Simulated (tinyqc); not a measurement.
# MOSFET in saturation, small-signal circuit and noise: several studies

Bias by the inversion coefficient IC = I/Ispec (charge-based model with velocity saturation; weak inversion below 0.1, strong above 10). Common-source circuit: gm, gds, Cgs, Cgd and Cj at the inner nodes, Rg in series with the gate; quasi-static, no source or drain resistance, no gate-body capacitance, no substrate network, no induced gate noise, so fmax is an upper estimate.

Parameters, values chosen for the exercise: temperature T = 325 K; gate length L = 90 nm; total gate width W = 20 um; gate capacitance Cox = 2.1 uF/cm^2; mobility mu = 230 cm^2/(V s); slope factor n = 1.41; velocity-saturation length Ls = 15 nm; ratio gds/gm sg = 0.034; overlap and fringe capacitance per side Cov = 0.22 fF/um; drain junction capacitance Cj = 0.3 fF/um; sheet resistance of the gate Rsh = 10 ohm; finger width Wf = 2 um; gate contact and vertical resistance Rc = 300 ohm um; inversion coefficient IC = 4.2; short-channel excess of the noise factor gw = 0.05; oxide trap density Nt = 1.6e17 cm^-3 eV^-1; tunnelling length into the oxide lt = 0.1 nm; Coulomb scattering coefficient ac = 0 V s/C.

Constants: q = 1.602176634e-19 C, kB = 1.380649e-23 J/K, Vt = kB T/q. Results are converted to the units shown.

Each table varies one quantity; the others keep the values above.

## Integrated noise against bandwidth

Ispec = 2 n mu Cox (W/L) Vt^2, lc = Ls/L, gms = [sqrt((lc IC + 1)^2 + 4 IC) - 1]/[2 + lc (lc IC + 1)], gm = gms Ispec/(n Vt), gds = sg gm. qs = [sqrt(1 + 4 IC) - 1]/2, Cgs = Cox W L qs (2 qs + 3)/(3 (qs + 1)^2) + Cov W, Cgd = Cov W, Cd = Cj W, Rg = Rsh (Wf/L)/(12 Nf) + Rc/W with Nf = W/Wf fingers (not rounded) contacted at both ends. Channel noise Sid = 4 kB T gam n gm with gam = (1/2 + (2/3) qs)/(1 + qs) + gw lc IC, qs = [sqrt(1 + 4 IC) - 1]/2, lc = Ls/L (the last term an empirical rise with velocity saturation); at the gate, white noise Sw = Sid/gm^2 + 4 kB T Rg. Number fluctuation with correlated mobility: S(f) = K/f, K = q^2 Vt lt Nt/(W L Cox^2) (1 + ac mu Cox I/gm)^2, Vt in eV with Nt per eV. Corner fc = K/Sw. Mean square from f1 = 10 Hz to B: Sw (B - f1) + K ln(B/f1).

Integrated noise against bandwidth:
```
B (Hz)  spot noise at B (nV/Hz^0.5)  white part (uV rms)  1/f part (uV rms)  total (uV rms)
1000                         120.39             0.045443             8.1689          8.1691
10000                        38.094              0.14435             10.005          10.006
1e5                          12.124              0.45669             11.553          11.562
1e6                          4.0714               1.4443             12.916          12.997
1e7                          1.8801               4.5671             14.149          14.868
1e8                          1.4936               14.443             15.283          21.027
1e9                          1.4493               45.672             16.338          48.506
```

The 1/f part adds the same power, K ln 10, in each decade and grows only from 8.17 to 16.3 uV; the white part grows as sqrt(B). It overtakes the 1/f part by B = 1e9 Hz among the rows, above the corner fc = 6.95e6 Hz of the spot noise.

## Effect of the finger width on speed and noise

Same model as above.

fT = gm/(2 pi (Cgs + Cgd)), fmax = fT/(2 sqrt(Rg (gds + 2 pi fT Cgd))). Corner fc = K/Sw. IC is held fixed.

The same in every row: I (uA) = 997.1; fT (GHz) = 52.72.

Results:
```
Wf (um)  Rg (ohm)  fmax (GHz)  sqrt(Sw) (nV/Hz^0.5)  fc (MHz)
0.25        15.03       161.8                 1.433     7.058
0.5         15.12       161.4                 1.433     7.052
1           15.46       159.6                 1.436     7.031
2           16.85       152.8                 1.444     6.947
8           44.63       93.92                 1.608     5.607
```

Estimate the missing row, Wf = 4 um.

Computed row:
```
Wf (um)  Rg (ohm)  fmax (GHz)  sqrt(Sw) (nV/Hz^0.5)  fc (MHz)
4           22.41       132.5                 1.478     6.630
```

With this row back in the table: As Wf goes from 0.25 to 8 um, fT stays at 52.7 GHz, fmax falls from 162 to 93.9 GHz, the white noise rises from 1.43 to 1.61 nV/Hz^0.5 and the corner falls from 7.06 to 5.61 MHz. The finger width leaves fT alone and acts through Rg, whose sheet part goes as Wf^2.

## Gains against frequency

Inner admittances at w = 2 pi f: y11 = i w (Cgs + Cgd), y12 = -i w Cgd, y21 = gm - i w Cgd, y22 = gds + i w (Cgd + Cd). Invert to Z, add Rg to Z11 and invert back to Y. |h21| = |Y21/Y11|; U = |Y21 - Y12|^2/(4 [Re Y11 Re Y22 - Re Y12 Re Y21]). MSG = |Y21/Y12|; stability factor k = [2 Re Y11 Re Y22 - Re(Y12 Y21)]/|Y12 Y21|.

The same in every row: f sqrt(U) (GHz) = 152.8.

Gains against frequency:
```
f (GHz)  |h21| (dB)  U (dB)  MSG (dB)         k
0.53          39.95   49.20     27.91  0.005333
0.99          34.53   43.77     25.19  0.009961
1.8           29.33   38.58     22.60   0.01811
3.4           23.81   33.06     19.84   0.03421
6.4           18.32   27.56     17.09   0.06438
12            12.86   22.10     14.36    0.1207
23            7.227   16.45     11.54    0.2309
42            2.046   11.22     8.953    0.4192
```

Over the table |h21| falls by 20.0 dB a decade, U by 20.0 and MSG by 9.98. The product f sqrt(U) stays at 153 GHz, against fmax = 153 GHz from the formula. k stays below one in all rows, so the device is only conditionally stable.

Numbers from tinyqc (`OMP_NUM_THREADS=1 python tinyqc.py 2150043 2150044 out.jsonl`; about 0.01 s on one thread of a shared Intel Xeon 2.30GHz).
